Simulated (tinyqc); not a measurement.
Haynes-Shockley experiment: drift, diffusion and decay of a minority-carrier pulse: one step, computed by the program tinyqc. Command: `OMP_NUM_THREADS=1 python tinyqc.py 3114324 3114325 out.jsonl haynes walk`. One thread of a shared host (Intel(R) Xeon(R) Processor @ 2.30GHz), about 0.01 s of CPU time with the checks.

A thin sheet of excess carriers is made at x = 0, t = 0 in a long uniform bar; injection is low, so the pulse moves with the minority mobility.

Task: Simple reading of the pulse. With w the full width at half maximum: mu = d/(F t_p); D = (w d)^2/(16 ln2 t_p^3); Einstein ratio D/mu against k_B T/e.

Inputs (values chosen for the exercise, modelled on electrons in p-type germanium in a lightly doped bar):

| quantity | value | unit |
|---|---|---|
| minority mobility mu | 4360 | cm^2/(V s) |
| temperature T | 300 | K |
| field F | 9.4 | V/cm |
| distance d to the collector | 0.31 | cm |

time of the peak t_p = 7.471014 microsecond

width at half maximum = 2.346519 microsecond

D = 112.7147 cm^2/s

Constants: k_B = 8.617333262e-05 eV/K.

Give: apparent mobility; apparent D; apparent D/mu; error of mu; error of D.

Result:

apparent mobility = 4414 cm^2/(V s)

apparent D = 114.4 cm^2/s

apparent D/mu = 25.92 mV

error of mu = 1.244 %

error of D = 1.510 %
